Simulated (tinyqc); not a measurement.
Sub-threshold conduction and electro-thermal threshold of an amorphous chalcogenide: two steps of the calculation.

Trap-limited conduction: I = I0 exp(-Ea/kB T) sinh(q V dz/(2 ua kB T)), I0 = 2 q A Nt dz/ta. One lumped temperature T = T0 + Rt I V. The threshold is the largest V for which a steady state exists on the low-current branch.

Parameters, values chosen for the exercise; values of the order of Ge-Sb-Te and related chalcogenides:
- T0 = 300 K (ambient temperature)
- A = 2600 nm^2 (cross-section)
- ua = 22 nm (amorphous thickness)
- dz = 7.7 nm (distance between traps)
- Ea = 0.29 eV (activation energy)
- Nt = 9.4e18 cm^-3 (trap density)
- ta = 1e-15 s (attempt time)
- Rt = 2.4 K/uW (thermal resistance)
- V = 0.344 V (voltage across the amorphous layer)

Constants: q = 1.602176634e-19 C, kB = 1.380649e-23 J/K. Results are converted to the units shown.

Question 1. Isothermal quantities. I0, the low-field resistance 2 ua kB T0 exp(Ea/kB T0)/(q dz I0), the slope voltage V0 = 2 ua kB T0/(q dz), and I at V without heating.

Wanted: I0; low-field resistance; V0; I without heating.

Answer 1.

I0 = 60.302 mA
low-field resistance = 0.18235 Mohm
V0 = 0.14773 V
I without heating = 4.1180 uA

Question 2. Self-heating. I at the present T, then T(new) = T0 + Rt I V.

T at the start = 300 K

Find: I; T after iteration 1.

Answer 2.

I = 4.1180 uA
T after iteration 1 = 303.40 K

Range of the model: Purely electronic switching mechanisms, filaments and series resistance are left out.

Numbers from tinyqc (`OMP_NUM_THREADS=1 python tinyqc.py 2490055 2490056 out.jsonl`; about 0.01 s on one thread of a shared Intel Xeon 2.30GHz).
